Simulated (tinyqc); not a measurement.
Critical temperature from a phonon spectrum: McMillan, Allen-Dynes and the linearised Eliashberg equation. Inputs raised by 2 %, one at a time. Computed by tinyqc, a small Python program. Command: `OMP_NUM_THREADS=1 python tinyqc.py 3004794 3004795 out.jsonl eliashberg sens`. One thread of a shared host (Intel(R) Xeon(R) Processor @ 2.30GHz), about 0.02 s of CPU time with the checks.

alpha^2 F(omega) = sum_i (lambda_i omega_i/2) delta(omega - omega_i), so that lambda = 2 int alpha^2 F/omega d omega = sum_i lambda_i.

Inputs (values chosen for the exercise, for a model metal): peak energy omega_1 = 19.2 meV; coupling lambda_1 = 2.32; Coulomb pseudopotential mu* = 0.1.

Peaks in alpha^2 F: one.

Constants: k_B = 8.617333262e-05 eV/K.

Method:
- omega_log = exp(sum lambda_i ln omega_i / lambda); omega_rms = sqrt(sum lambda_i omega_i^2 / lambda).
- McMillan form: k_B T_c = (omega_log/1.2) exp[-1.04 (1 + lambda)/(lambda - mu* (1 + 0.62 lambda))]. Allen-Dynes multiplies it by f1 f2: f1 = [1 + (lambda/L1)^(3/2)]^(1/3), L1 = 2.46 (1 + 3.8 mu*); f2 = 1 + (omega_rms/omega_log - 1) lambda^2/(lambda^2 + L2^2), L2 = 1.82 (1 + 6.3 mu*) omega_rms/omega_log.
- Linearised Eliashberg equation at omega_n = (2n + 1) pi k_B T, n = 0..N-1: lambda(j) = sum_i lambda_i omega_i^2/(omega_i^2 + (2 pi j k_B T)^2); K_mn = lambda(m - n) + lambda(m + n + 1) - 2 mu*(N) - delta_mn [2m + 1 + lambda(0) + 2 sum_(j=1..m) lambda(j)], with 1/mu*(N) = 1/mu* + ln(omega_rms/omega_N), omega_N = (2N + 1) pi k_B T. T_c is where the largest eigenvalue rho of K is zero.
- N is the smallest integer at or above 8 omega_max/(2 pi k_B T_AD), omega_max the highest peak and T_AD the Allen-Dynes value.
- T_c ~ M^(-a). All omega_i scale as M^(-1/2) at fixed lambda, but mu* = mu/(1 + mu ln(E_F/omega)) changes: d mu*/d ln omega = mu*^2. In the McMillan form a = (1/2) [1 - 1.04 (1 + lambda)(1 + 0.62 lambda) mu*^2/(lambda - mu* (1 + 0.62 lambda))^2].

Runs:
```
input moved,from,to,"T_c, Eliashberg (K)","T_c, Allen-Dynes (K)","T_c, McMillan form (K)",isotope exponent a
base run,-,-,41.279,40.862,35.195,0.49023
peak energy omega_1 (meV),19.2,19.584,42.104,41.679,35.899,0.49023
coupling lambda_1,2.32,2.3664,41.926,41.479,35.598,0.49039
Coulomb pseudopotential mu*,0.1,0.102,41.065,40.662,35.058,0.48979
```

Exponents ln(y'/y) / ln(x'/x):
```
input,"T_c, Eliashberg","T_c, Allen-Dynes","T_c, McMillan form",isotope exponent a
peak energy omega_1,1.000,1.000,1.000,0.000
coupling lambda_1,0.786,0.757,0.575,0.016
Coulomb pseudopotential mu*,-0.262,-0.248,-0.198,-0.046
```

Which inputs matter most for each result?

Among the inputs moved here: T_c, Eliashberg answers most in size to peak energy omega_1 (exponent +1.000), next to coupling lambda_1 (+0.786). T_c, Allen-Dynes answers most in size to peak energy omega_1 (exponent +1.000), next to coupling lambda_1 (+0.757). T_c, McMillan form answers most in size to peak energy omega_1 (exponent +1.000), next to coupling lambda_1 (+0.575). Isotope exponent a answers most in size to Coulomb pseudopotential mu* (exponent -0.046), next to coupling lambda_1 (+0.016); its exponent is below 0.0005 for peak energy omega_1.

Caution (all rows): for lambda above about 1.5 the plain McMillan form saturates and falls short.

Extremes, crossings and ranges named in words are read from the listed rows.
